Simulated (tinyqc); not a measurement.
Comparisons within one model: five-level k.p model folded onto the conduction band. A value that a table varies takes the place of the one given here.

For k along z and one spin sector the level c couples to four states. With c0 = hbar^2/2m0, P = sqrt(Ep c0), P2 = sqrt(Ep2 c0): diagonal Eg + (1 + Cm) c0 k^2 for c, and 0, -Dso, E7 + D2, E7 for lh, so, G8 up, G7 up (their own dispersion is left out); couplings of c: sqrt(2/3) P k to lh, sqrt(1/3) P k to so, sqrt(2/3) P2 k to G8 up, sqrt(1/3) P2 k to G7 up (phases chosen real).

Expanding E = H_cc + S(E) about Eg in powers of k^2, with s_n = sum_j H_cj^2/(Eg - H_jj)^n: order k^2: e2 = (1 + Cm) c0 k^2 + s1; order k^4: e4 = -s2 e2; order k^6: e6 = s3 e2^2 + s2^2 e2.

Second-order sums for the lowest conduction level at E: 1/m = 1 + Cm + (Ep/3)(2/E + 1/(E + Dso)) - (Ep2/3)(2/(E7 + D2 - E) + 1/(E7 - E)); g/2 = 1 + Cg - (Ep/3)(1/E - 1/(E + Dso)) - (Ep2/3)(1/(E7 - E) - 1/(E7 + D2 - E)). E is counted from the top of the valence band; E = Eg at the edge.

Constants: hbar^2/2m0 = 3.80998211 eV angstrom^2.

Values chosen for the exercise (near those of InAs; shifted at random, so the results belong to these values and not to a real crystal):
```
symbol  value  unit  meaning
Eg      0.417  eV    gap at Gamma to the s-like level
Dso     0.387  eV    spin-orbit splitting
Ep      21.5   eV    Kane energy
E7      4.36   eV    upper Gamma7 conduction level, from the valence top
D2      0.17   eV    its spin-orbit splitting, Gamma8 above Gamma7
Ep2     3.7    eV    Kane energy to the upper levels
Cm      0            remote term in 1/m
Cg      -0.02        remote term in g/2
```

## How far the series holds

Energies from Eg; Pk/Eg measures the coupling.

Levels (eV):
```
k (1/angstrom)  Pk/Eg  to k^2   to k^4  to k^6   exact
0.0069          0.150  0.0079   0.0077  0.0077  0.0077
0.0158          0.343  0.0413   0.0376  0.0382  0.0381
0.0247          0.536  0.1008   0.0789  0.0886  0.0852
0.0336          0.729  0.1866   0.1113  0.1733  0.1429
0.0425          0.922  0.2985   0.1059  0.3598  0.2071
0.0513          1.113  0.4349   0.0261  0.8112  0.2746
0.0602          1.307  0.5989  -0.1763  1.8739  0.3456
0.0691          1.500  0.7891  -0.5565  4.1325  0.4184
```

How do the results move?

Within 2 % of the exact level stay: the k^2 term up to Pk/Eg = 0.15, the sum to k^4 up to Pk/Eg = 0.34, the sum to k^6 up to Pk/Eg = 0.34. In the last row the errors are +371, -975 and +3714 meV: higher orders make it worse, since the series in k^2 converges only for Pk below about Eg/2 in the two-level limit E = Eg/2 + sqrt(Eg^2/4 + P^2 k^2).

## Mass and g factor above the band edge

The sums are evaluated at E = Eg + dE, as is done for confined or hot electrons.

Results:
```
dE (meV)    m(E)     g(E)  m(E)/m(Eg)  1 + dE/Eg
0         0.0231  -14.611      1.0000     1.0000
10        0.0236  -14.025      1.0216     1.0240
25        0.0243  -13.205      1.0539     1.0600
50        0.0255  -11.975      1.1076     1.1199
75        0.0268  -10.893      1.1611     1.1799
100       0.0280   -9.936      1.2144     1.2398
150       0.0304   -8.323      1.3206     1.3597
```

How do the results move?

Over 150 meV the mass grows by 32.1 %, against 36.0 % for two levels alone, and g moves from -14.611 to -8.323, towards the free value 2.

## Six materials (three-level Kane formulas for mass and g factor)

1/m = 1 + (Ep/3)(2/Eg + 1/(Eg + Dso)), g = 2 - (2 Ep/3)(1/Eg - 1/(Eg + Dso)). The inputs are values chosen for the exercise.

Results:
```
case         Eg (eV)  Dso (eV)  Ep (eV)  m (m0)        g   Eg/Ep
A near InSb    0.234     0.800     23.4  0.0133  -49.580  0.0100
B near ZnSe    2.835     0.402     24.5  0.1077    1.285  0.1157
C near GaP     2.864     0.081     31.7  0.0836    1.797  0.0903
D near GaAs    1.544     0.338     25.7  0.0601    0.007  0.0601
E near Ge      0.905     0.287     25.8  0.0367   -2.576  0.0351
F near InP     1.404     0.108     20.3  0.0662    1.311  0.0692
```

How do the results move?

The mass follows the gap: m/(Eg/Ep) lies between 0.92 and 1.33, while m itself spans a factor of 8.1. The order by mass differs from the order by gap. g is negative for A and E; it needs Ep Dso > 3 Eg (Eg + Dso). Where g is small, two larger terms cancel: 5 % in Ep moves g by (2 - g)/20, and the levels left out move it by tenths. Remote bands, left out here, make real masses heavier, by up to a half in the wider-gap crystals. All rows are for the Gamma valley, which is not the lowest one in GaP and Ge.

## What each parameter does

Mass and g at E = Eg. Each row changes one parameter from the base and keeps the others.

Results:
```
case             m (m0)         g
base            0.02306  -14.6108
Eg = 0.459 eV   0.02514  -12.3512
Dso = 0.348 eV  0.02282  -13.7020
Ep = 19.35 eV   0.02561  -12.9563
E7 = 4.796 eV   0.02301  -14.6060
D2 = 0.187 eV   0.02305  -14.6133
Ep2 = 4.07 eV   0.02310  -14.6134
```

What can be read from the table?

The largest shifts from the base row, up to three for each result and ties (the steps differ in size, so this ranks the rows, not the parameters). m (m0): Ep +0.00256, Eg +0.00209, Dso -0.00024. g: Eg +2.2596, Ep +1.6545, Dso +0.9089.

tinyqc: `OMP_NUM_THREADS=1 python tinyqc.py 1050835 1050836 out.jsonl`; about 0.01 s, one thread, shared Intel(R) Xeon(R) Processor @ 2.30GHz.
